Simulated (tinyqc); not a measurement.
Comparisons within one model: donors with valley-orbit split 1s states. A value that a table varies takes the place of the one given here.

Each donor binds at most one electron, in any of its states. For a site s, W_s = sum over its states of g exp(E/kT), and the ionised share is 1/(1 + W_s exp(eta)), eta = (EF - Ec)/kT; n = Nc F_1/2(eta); neutrality n + NA = ND x (mean ionised share); holes are neglected. Nc from N = 2 (m kB T/(4 pi c))^(3/2) with c = hbar^2/2m0, in 1/angstrom^3; times 1e24 for 1/cm^3, m = md. F_j(eta) = (1/Gamma(j + 1)) integral_0^infinity x^j dx/(1 + exp(x - eta)), which tends to exp(eta) for eta << 0.

Mobility (Caughey-Thomas form): mu = mu0 + (mu1 (T/300)^(-ga) - mu0)/(1 + ((ND + NA)/Nr)^de); rho = 1/(e n mu), e = 1.602176634e-19 C.

Constants: hbar^2/2m0 = 3.80998211 eV angstrom^2; kB = 8.617333262e-05 eV/K.

Values chosen for the exercise (near those of P in Si; the results hold for these values, not for the real material):
- md = 1.054 m0 (density-of-states mass of the conduction band)
- E = (44.7, 32.8, 31.4) meV (binding energies of 1s(A1), 1s(T2), 1s(E))
- g = (2, 6, 4) (their degeneracies with spin)
- ND = 2.4e+17 1/cm^3 (donors)
- NA = 8.3e+16 1/cm^3 (compensating acceptors, all ionised)
- T = 300 K
- mu0 = 71 cm^2/(V s) (mobility at heavy doping)
- mu1 = 1450 cm^2/(V s) (mobility at light doping and 300 K)
- Nr = 9.1e+16 1/cm^3 (reference doping)
- de = 0.72 (doping exponent)
- ga = 2.3 (temperature exponent)

## What the excited states change

The last columns keep only the ground state of each site (g = 2).

Results:

| T (K) | effective degeneracy | eta | n (1/cm^3) | n, ground states only | ratio |
|---|---|---|---|---|---|
| 40 | 2.27 | -13.15 | 2.57e+12 | 2.92e+12 | 0.879 |
| 60 | 2.91 | -9.08 | 2.77e+14 | 4.01e+14 | 0.690 |
| 80 | 3.65 | -7.19 | 2.81e+15 | 4.94e+15 | 0.570 |
| 110 | 4.69 | -5.91 | 1.63e+16 | 3.02e+16 | 0.540 |
| 150 | 5.82 | -5.36 | 4.52e+16 | 7.63e+16 | 0.592 |
| 200 | 6.86 | -5.24 | 7.84e+16 | 1.15e+17 | 0.679 |
| 250 | 7.61 | -5.31 | 1.02e+17 | 1.34e+17 | 0.757 |
| 300 | 8.18 | -5.44 | 1.17e+17 | 1.43e+17 | 0.816 |
| 400 | 8.97 | -5.74 | 1.34e+17 | 1.51e+17 | 0.889 |
| 500 | 9.49 | -6.02 | 1.42e+17 | 1.53e+17 | 0.927 |

What can be read from the table?

The effective degeneracy grows from 2.27 to 9.49. Excited states hold electrons back, so the ratio is never above 1; it is lowest, 0.540, at 110 K of those listed, and 0.816 at 300 K. At low T the excited states empty out, and at high T more donors are ionised (n is 91 % of ND - NA in the last row), so the effect is largest in between.

## Ionisation and resistivity against doping

NA = 0.

Results:

| ND (1/cm^3) | n (1/cm^3) | n/ND | mu (cm^2/(V s)) | rho (ohm cm) | rho at full ionisation |
|---|---|---|---|---|---|
| 1.0e+14 | 1.00e+14 | 1.000 | 1440 | 43.4 | 43.3 |
| 1.0e+15 | 9.98e+14 | 0.998 | 1398 | 4.47 | 4.46 |
| 1.0e+16 | 9.84e+15 | 0.984 | 1216 | 0.522 | 0.513 |
| 3.0e+16 | 2.86e+16 | 0.954 | 1022 | 0.213 | 0.204 |
| 1.0e+17 | 8.71e+16 | 0.871 | 737 | 0.0972 | 0.0847 |
| 3.0e+17 | 2.19e+17 | 0.729 | 481 | 0.0593 | 0.0432 |
| 1.0e+18 | 5.26e+17 | 0.526 | 279 | 0.0424 | 0.0223 |
| 2.0e+18 | 8.27e+17 | 0.413 | 206 | 0.0367 | 0.0152 |

How do the results move?

From 1e16 to 1e18 1/cm^3 rho falls by a factor 12.3, not 100: the mobility takes a factor 4.35 and incomplete ionisation 1.87. n/ND is below 0.9 from 1e+17 1/cm^3 on. From a few times 1e18 1/cm^3 on, depending on the dopant, the levels merge with the band, and already below that screening lowers the binding energy, so the last rows understate n.

## Compensation sets the slope of the freeze-out

NA = K ND. The slope energy is -d ln(n T^(-p))/d(1/kT) between 30 and 36 K, with p = 3/4 for K = 0 and p = 3/2 otherwise.

Results:

| K | n(30 K) (1/cm^3) | n(36 K) (1/cm^3) | slope energy (meV) |
|---|---|---|---|
| 0 | 5.53e+13 | 2.62e+14 | 21.98 |
| 0.0010 | 1.21e+13 | 1.68e+14 | 36.50 |
| 0.010 | 1.26e+12 | 2.79e+13 | 43.79 |
| 0.050 | 2.42e+11 | 5.42e+12 | 43.96 |
| 0.20 | 5.10e+10 | 1.14e+12 | 43.97 |
| 0.50 | 1.28e+10 | 2.85e+11 | 43.97 |

What can be read from the table?

Without acceptors the slope is 21.98 meV, against half the ground-state energy, 22.35; with K = 0.05 it is 43.96 meV, against the full 44.7. The full energy (less a few meV where excited levels lie within a few kT) shows where n is far below NA, since the acceptors then hold EF near the donor level: n(36 K)/NA is 0.7 for K = 0.001 and 0.00045 for K = 0.05; where it is not small, the slope falls short of the full energy.

## What moves the carrier density

All results formed anew. Each row changes one parameter from the base and keeps the others.

Results:

| case | eta | n (1/cm^3) | rho (ohm cm) |
|---|---|---|---|
| base | -5.444 | 1.171e+17 | 0.1143 |
| E = (49.7, 32.8, 31.4) meV | -5.456 | 1.158e+17 | 0.1156 |
| md = 1.159 m0 | -5.557 | 1.207e+17 | 0.1109 |
| ND = 4.8e+17 1/cm^3 | -4.674 | 2.526e+17 | 0.06796 |
| NA = 1.07e+17 1/cm^3 | -5.617 | 9.857e+16 | 0.1402 |
| T = 330 K | -5.533 | 1.237e+17 | 0.1312 |
| Nr = 1.82e+17 1/cm^3 | -5.444 | 1.171e+17 | 0.08592 |

What does this show?

The largest shifts from the base row, up to three for each result and ties (the steps differ in size, so this ranks the rows, not the parameters). eta: ND +0.770, NA -0.173, md -0.112; unchanged at the printed digits by Nr. n (1/cm^3): ND +1.35e+17, NA -1.86e+16, T +6.57e+15; unchanged at the printed digits by Nr. rho (ohm cm): ND -0.0463, Nr -0.0284, NA +0.0259.

(tinyqc, `OMP_NUM_THREADS=1 python tinyqc.py 1652281 1652282 out.jsonl`, Intel(R) Xeon(R) Processor @ 2.30GHz, 1 thread, shared host, about 0.02 s.)
